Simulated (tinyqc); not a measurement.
Nanowire ballistic transistor, top-of-the-barrier model: one step of the calculation.

At the top of the source barrier, states moving towards the drain are filled by the source (Fermi level 0) and states moving back by the drain (Fermi level -q Vd); nothing scatters. U is the shift of the band edge there, set by the capacitances CG, CD and CS (the total) and by the charge. Parabolic one-dimensional subbands; the source is grounded.

Task. Self-consistent potential at the barrier top. eta1 = -(E0 + U)/Vt, eta2 = eta1 - Vd/Vt, n = (N0/2)[F_(-1/2)(eta1) + F_(-1/2)(eta2)], F_(-1/2)(x) = (1/sqrt(pi)) int_0^infinity u^(-1/2)/(1 + exp(u - x)) du. Each F is summed over the two subbands, F(eta) + F(eta - dE/Vt), which share the mass. U(out) = UL + q (n - n0)/CS. Newton step: U(new) = U + (U(out) - U)/(1 + CQ/CS), CQ = (q/Vt) dn/d(eta1) with both F' summed; F' = dF_(-1/2)/dx.

Parameters, values chosen for the exercise; mass and valleys close to those of germanium:

| symbol | value | unit | meaning |
|---|---|---|---|
| T | 300 | K | temperature |
| dE | 0.06 | eV | offset of a second subband (0: none) |
| E0 | 0.17 | eV | band edge at the barrier top above the source Fermi level at zero bias |
| Vd | 0.7 | V | drain voltage |

Constants: q = 1.602176634e-19 C, kB = 1.380649e-23 J/K, Vt = kB T/q. Results are converted to the units shown.

U after iteration 1 = -0.19752329 eV
N0 = 6.5196340e6 cm^-1
CS = 5.5886503 pF/cm
n0 = 9968.5310 cm^-1
UL = -0.609 eV

Find: eta1; eta2; n; U(out); CQ; U after iteration 2.

Result.

eta1 = 1.065
eta2 = -26.01
n = 4.218e6 cm^-1
U(out) = -0.4884 eV
CQ = 13.06 pF/cm
U after iteration 2 = -0.2847 eV

tinyqc, about 0.07 s, one thread, Intel Xeon 2.30GHz (shared host): `OMP_NUM_THREADS=1 python tinyqc.py 2400095 2400096 out.jsonl`
